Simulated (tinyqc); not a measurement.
Worked calculation: Stoner model of a band magnet at zero temperature. Computed by tinyqc, a small Python program that keeps every step. Command: `OMP_NUM_THREADS=1 python tinyqc.py 3007087 3007088 out.jsonl stoner walk`. One thread of a shared host (Intel(R) Xeon(R) Processor @ 2.30GHz), about 0.01 s of CPU time with the checks. Intermediate numbers are printed to about 5 digits and carried at full precision; extremes and crossings named in words are read from the listed rows.

Five orbitals per spin share one band; u = (E - E_bottom)/W runs from 0 to 1, and the states per spin, atom and energy are g = 5 d(u)/W with d = (8/pi) sqrt(u (1 - u)). N(u) is the integral of d from 0. The moment m = n_up - n_down (electrons per atom) moves the fillings to n +/- m/10; the energy is E(m) = E_band(m) - I m^2/4.

Inputs (values chosen for the exercise, for a model d band):
```
quantity                    value  unit
band width W                  3.6    eV
filling n per spin orbital   0.83     -
Stoner parameter I           0.89    eV
start moment m0              0.45  mu_B
largest number of steps       600     -
```

Density of states: semi-elliptic.

Constants: k_B = 8.617333262e-05 eV/K.

## The paramagnetic state

Solve N(u_F) = n; g_F = 5 d(u_F)/W; the Stoner product is I g_F.

u_F = 0.77351

g_F = 1.4803 1/eV

Stoner product I g_F = 1.3175

I g_F > 1: the paramagnet is unstable.

## Fixed-moment scan

For a moment m the Fermi levels of the two spins lie W [u(n + m/10) - u(n - m/10)] =: Delta apart; gbar = m/Delta is the mean density of states between them. A solution has I gbar = 1, is stable where gbar falls with m, or sits at saturation m_max = 10 min(n, 1 - n) if I gbar > 1 there. E_band(m) = 5 W [e(n + m/10) + e(n - m/10) - 2 e(n)], e = integral of u d(u) up to the Fermi level.

Against the moment:
```
m (mu_B)  Delta (eV)  I gbar  E(m) - E(0) (meV)
0.085         0.0574  1.3173              -0.39
0.255         0.1725  1.3156              -3.48
0.510         0.3466  1.3095             -13.81
0.765         0.5242  1.2987             -30.69
1.020         0.7081  1.2819             -53.49
1.275         0.9034  1.2560             -81.13
1.530         1.1239  1.2116            -111.45
1.700         1.3426  1.1269            -130.21
```

I gbar runs between 1.127 and 1.317; the energy falls with m where it exceeds 1 and rises where it is below. The lowest row is m = 1.70, below the paramagnet.

## Self-consistent moment

Split the bands by Delta = I m, find the common Fermi level that keeps 10 n electrons, and read m(out) = 5 [N(u + Delta/(2W)) - N(u - Delta/(2W))], N clipped to 0 and 1. Start from m0 (at most 0.9 m_max, m_max = 10 min(n, 1 - n)); stop when m changes by less than 1e-8; moments under 1e-5 count as 0.

Iteration:
```
step  m in (mu_B)  Delta (eV)  m out (mu_B)
1          0.4500      0.4005        0.5880
2          0.5880      0.5234        0.7638
3          0.7638      0.6797        0.9814
4          0.9814      0.8734        1.2372
5          1.2372      1.1011        1.5060
6          1.5060      1.3404        1.6997
7          1.6997      1.5128        1.7000
8          1.7000      1.5130        1.7000
```

moment m = 1.7 mu_B

last change of m = 1.1102e-15

The moment is saturated: one spin band is full or empty (a strong ferromagnet).

## Energy, splitting and spin polarisation

Exchange splitting = I m; P = (g_up - g_down)/(g_up + g_down) at the Fermi level, with d = 0 for a full or empty band. The Stoner temperature scale is I m/(4 k_B).

E(m) - E(0) = -130.21 meV

exchange splitting = 1.513 eV

spin polarisation P = -1

Stoner temperature scale = 4389.4 K

Minority electrons dominate at the Fermi level. Real Curie points lie far below such a temperature, since the moments disorder in direction long before they vanish.

Checks made by the program: N(u_F) against quadrature of d (relative difference below 1e-10).
